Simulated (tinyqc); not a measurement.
Microkinetic model of low-temperature epitaxy from hydride gases: adsorption, hydrogen desorption and rate control. Changing the germane pressure p_G. Computed by tinyqc, a small Python program. Command: `OMP_NUM_THREADS=1 python tinyqc.py 3005070 3005071 out.jsonl hepi sweep`. One thread of a shared host (Intel(R) Xeon(R) Processor @ 2.30GHz), about 0.03 s of CPU time with the checks.

Each hydride molecule needs two free sites and leaves four hydrogen atoms, of which two leave at once as H2; theta is the hydrogen coverage, the site density is 6.78 per nm^2 and one layer is 1.358 angstrom thick.

Inputs (values chosen for the exercise, close to those used for silane and germane, with second-order desorption as on Si(111) but the site density of Si(001)): silane pressure p_S = 0.038 Pa; sticking prefactor of silane s0 = 0.15; adsorption barrier E_s = 0.16 eV; desorption prefactor nu_d = 1.1e+12 1/s; desorption energy on silicon E_d = 2.07 eV; hydrogen carrier pressure p_H = 0 Pa; sticking of hydrogen s_H = 6.4e-07; temperature T = 480 C; sticking ratio of germane to silane r_G = 5; lowering of E_d per unit germanium fraction, dE = 0.39 eV.

Film: silicon-germanium. Order of hydrogen desorption: second.

Constants: k_B = 8.617333262e-05 eV/K; u = 1.6605390666e-27 kg; k_B = 1.380649e-23 J/K.

Method:
- Flux per site F = p/(sqrt(2 pi M k_B T) x 6.78e18 per m^2), M = 32.12 u (silane), 76.63 u (germane), 2.016 u (hydrogen); s = s0 exp(-E_s/(k_B T)); k_S = s F_S, k_G = r_G s F_G; germanium fraction x = k_G/(k_S + k_G); k = k_S + k_G; k_H = s_H F_H; k_d = nu_d exp(-(E_d - dE x)/(k_B T)).
- Temperatures in kelvin are T(C) + 273.15.
- With k the hydride and k_H the hydrogen adsorption rate on free pairs and k_d the desorption rate, steady state: 2 (k + k_H)(1 - theta)^2 = k_d theta^2; growth rate R = k (1 - theta)^2 layers/s; 1 layer/s = 8.148 nm/min.
- With c = 2 (k + k_H)/k_d the free share is 1 - theta = 1/(1 + sqrt(c)).

One run for each value:
```
germane pressure p_G (Pa)  germanium fraction x  growth rate G (nm/min)  hydrogen coverage theta  k_d (1/s)
1.10e-04                                0.00928                  0.0570                  0.92434     0.0164
2.50e-04                                0.02085                  0.0608                  0.92230     0.0175
5.40e-04                                0.04398                  0.0692                  0.91807     0.0202
1.20e-03                                0.09274                  0.0909                  0.90856     0.0270
2.50e-03                                0.17558                  0.1436                  0.89043     0.0445
5.50e-03                                0.31905                  0.3122                  0.85317     0.1053
1.20e-02                                0.50550                  0.8327                  0.79566     0.3228
2.60e-02                                0.68895                  2.1621                  0.73886     0.9722
5.70e-02                                0.82923                  4.7001                  0.71471     2.2586
```

Over the rows, germanium fraction x rises from 0.00928 to 0.829 (exponent d ln y / d ln x 0.99 between the first rows and 0.24 between the last); growth rate G (nm/min) rises from 0.0570 to 4.70 (exponent d ln y / d ln x 0.079 between the first rows and 0.99 between the last); hydrogen coverage theta falls from 0.924 to 0.715 (exponent d ln y / d ln x -0.0027 between the first rows and -0.042 between the last). At the low end the exponent of germanium fraction x is 0.99, close to 1: dilute alloy. G rises by a factor 82.5, and k_d by 138: germanium weakens the hold on hydrogen and so speeds low-temperature growth.
